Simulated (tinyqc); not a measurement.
sp3s* tight binding, step by step. Values are carried at full precision from step to step, so a last printed digit may differ when a step is redone from the rounded ones.

sp3s* tight binding, nearest neighbours only: anion (a) at 0, cation (c) at a/4 (1,1,1), orbitals s, px, py, pz, s* on each; k in units of 2 pi/a. With phases e_j = exp(i (pi/2) k.n_j) for n = (1,1,1), (1,-1,-1), (-1,1,-1), (-1,-1,1): g0 = (e1+e2+e3+e4)/4, g1 = (e1+e2-e3-e4)/4, g2 = (e1-e2+e3-e4)/4, g3 = (e1-e2-e3+e4)/4. The diagonal holds the levels Esa, Epa, Exa (s*) and Esc, Epc, Exc. Anion-cation block: <sa|sc> = Vss g0; <sa|xc> = Vsapc g1; <xa|sc> = -Vscpa g1; <xa|xc> = Vxx g0; <xa|yc> = <ya|xc> = Vxy g3, <xa|zc> = <za|xc> = Vxy g2, <ya|zc> = <za|yc> = Vxy g1; <s*a|xc> = Vxapc g1; <xa|s*c> = -Vpaxc g1; y and z take g2 and g3 in place of g1; s-s* and s*-s* vanish.

Constants: hbar^2/2m0 = 3.80998211 eV angstrom^2.

Parameters, chosen for this exercise (near a published set for GaP, fitted to gaps, whose masses and valley positions are rough; the results hold for these values, not for the real material): k = (0.8, 0.1, 0.21) 2 pi/a (wave vector); Esa = -8.053 eV (s level of the anion); Epa = 1.127 eV (p level of the anion); Esc = -2.2 eV (s level of the cation); Epc = 4.136 eV (p level of the cation); Exa = 8.474 eV (s* level of the anion); Exc = 7.211 eV (s* level of the cation); Vss = -7.503 eV (s-s); Vxx = 2.166 eV (px-px); Vxy = 5.178 eV (px-py); Vsapc = 4.273 eV (s anion, p cation); Vscpa = 6.273 eV (s cation, p anion); Vxapc = 4.691 eV (s* anion, p cation); Vpaxc = 5.084 eV (p anion, s* cation); a = 5.454 angstrom (lattice constant).

## Phase sums

Form g0 to g3 at this k.

g0, g1, g2, g3: [0.28876-0.04819i, -0.01566+0.88870i, -0.30427+0.04573i, -0.14076+0.09886i]

## The Hamiltonian without spin-orbit coupling

Fill in the 10 x 10 matrix.

H(k) (eV), rows sa, xa, ya, za, s*a, sc, xc, yc, zc, s*c and columns alike:
```
[[-8.0530, 0, 0, 0, 0, -2.1665+0.3616i, -0.0669+3.7974i, -1.3001+0.1954i, -0.6015+0.4224i, 0],
 [0, 1.1270, 0, 0, 0, 0.0982-5.5748i, 0.6254-0.1044i, -0.7288+0.5119i, -1.5755+0.2368i, 0.0796-4.5182i],
 [0, 0, 1.1270, 0, 0, 1.9087-0.2869i, -0.7288+0.5119i, 0.6254-0.1044i, -0.0811+4.6017i, 1.5469-0.2325i],
 [0, 0, 0, 1.1270, 0, 0.8830-0.6202i, -1.5755+0.2368i, -0.0811+4.6017i, 0.6254-0.1044i, 0.7156-0.5026i],
 [0, 0, 0, 0, 8.4740, 0, -0.0735+4.1689i, -1.4273+0.2145i, -0.6603+0.4638i, 0],
 [-2.1665-0.3616i, 0.0982+5.5748i, 1.9087+0.2869i, 0.8830+0.6202i, 0, -2.2000, 0, 0, 0, 0],
 [-0.0669-3.7974i, 0.6254+0.1044i, -0.7288-0.5119i, -1.5755-0.2368i, -0.0735-4.1689i, 0, 4.1360, 0, 0, 0],
 [-1.3001-0.1954i, -0.7288-0.5119i, 0.6254+0.1044i, -0.0811-4.6017i, -1.4273-0.2145i, 0, 0, 4.1360, 0, 0],
 [-0.6015-0.4224i, -1.5755-0.2368i, -0.0811-4.6017i, 0.6254+0.1044i, -0.6603-0.4638i, 0, 0, 0, 4.1360, 0],
 [0, 0.0796+4.5182i, 1.5469+0.2325i, 0.7156+0.5026i, 0, 0, 0, 0, 0, 7.2110]]
```

## Levels at this k

Diagonalise H, which belongs to k = (0.8, 0.1, 0.21) (2 pi/a). Four bands are filled (two electrons each); give the make-up of band 5, the lowest empty one.

levels (eV): [-10.2483, -6.8785, -2.6561, -2.4108, 2.4822, 3.0309, 7.6717, 7.8988, 10.6882, 11.6427]

weights of band 5: s 0.098, p 0.575, s* 0.327

weight of band 5 on atom a = 0.411

The vertical gap at this k is 4.8929 eV; band 5 is mostly p-like.

## Levels at Gamma

At k = 0 only g0 = 1 is left and H falls into 2 x 2 blocks [[E_a, V], [V, E_c]] with roots (E_a + E_c)/2 -/+ sqrt(((E_a - E_c)/2)^2 + V^2); the s* levels stay uncoupled. The direct gap runs from the highest lower root of the p blocks to the lowest upper root.

Blocks at Gamma (eV):
```
block            E_a      E_c        V  lower root  upper root
s (Gamma1)   -8.0530  -2.2000  -7.5030    -13.1800      2.9270
p (Gamma15)   1.1270   4.1360   2.1660     -0.0057      5.2687
```

direct gap at Gamma = 2.9328 eV

The lowest empty level at Gamma is s-like.

## Bands near the gap

Diagonalise at L = (1/2,1/2,1/2), X = (1,0,0), W = (1,1/2,0), K = (3/4,3/4,0) and at the fractions named between them; energies from the top of the valence band at Gamma; 4 bands are filled.

Levels (eV):
```
k        level 2  level 3  level 4  level 5  level 6
L         -6.840   -1.331   -1.331    2.390    4.117
L-G 0.5   -3.867   -0.732   -0.732    3.022    4.602
G          0.000    0.000    0.000    2.933    5.274
G-X 0.2   -1.039   -0.374   -0.374    3.394    4.676
G-X 0.4   -2.949   -1.183   -1.183    3.654    3.700
G-X 0.6   -4.921   -1.992   -1.992    2.891    3.446
G-X 0.7   -5.846   -2.314   -2.314    2.623    3.257
G-X 0.8   -6.692   -2.555   -2.555    2.447    3.076
G-X 0.9   -7.394   -2.704   -2.704    2.354    2.942
X         -7.720   -2.755   -2.755    2.326    2.892
W         -7.720   -2.755   -2.755    2.326    2.892
K         -7.555   -2.974   -2.333    2.345    2.978
K-G 0.5   -4.559   -1.843   -0.805    3.197    3.876
```

On these points the lowest empty level is lowest at X and W, 2.326 eV above the top. The band is nearly flat from X to W in this model, an artefact of nearest-neighbour coupling.

## Valleys and masses

The lowest conduction level at Gamma, at its minimum on (x,0,0) for x from 0.5 to 1, and at the point L (L, and X where the search ends there, need not be minima in this model; a zero or negative inverse mass shows it). Inverse masses m0/m = (E(+h) + E(-h) - 2 E)/(2 c q^2) with c = hbar^2/2m0, q = h 2 pi/a, h = 0.002; longitudinal along the valley axis ([100] at Gamma and Delta, [111] at L), transverse along [010] or [1-10]. A dash: the next level lies within 0.15 eV, so a single mass has no use there.

Valleys:
```
valley  x (2 pi/a)  E - Ev (eV)  m0/m_l  m0/m_t
Gamma       0.0000       2.9328    3.70    3.70
Delta       1.0000       2.3260    0.53    0.00
L           0.5000       2.3898    0.77    0.74
```

Of these three the lowest is the Delta line, which makes the gap indirect, 2.3260 eV. At Delta m0/m_t is 0.00. This nearest-neighbour model is fitted to gaps: it places the Delta minimum and the masses at Delta and L only roughly (transverse masses can be several times too heavy), and since its bands are flat from X to W the transverse mass grows too heavy towards X; d orbitals or second neighbours cure this.

## Checks

- Direct gap at Gamma from the blocks against the full matrix: both 2.93278.

Computed by tinyqc, a small Python program: `OMP_NUM_THREADS=1 python tinyqc.py 1481217 1481218 out.jsonl` (the numbers bound the seed that draws the inputs); one thread of a shared host (Intel(R) Xeon(R) Processor @ 2.30GHz), about 0.1 s for the whole set of steps.
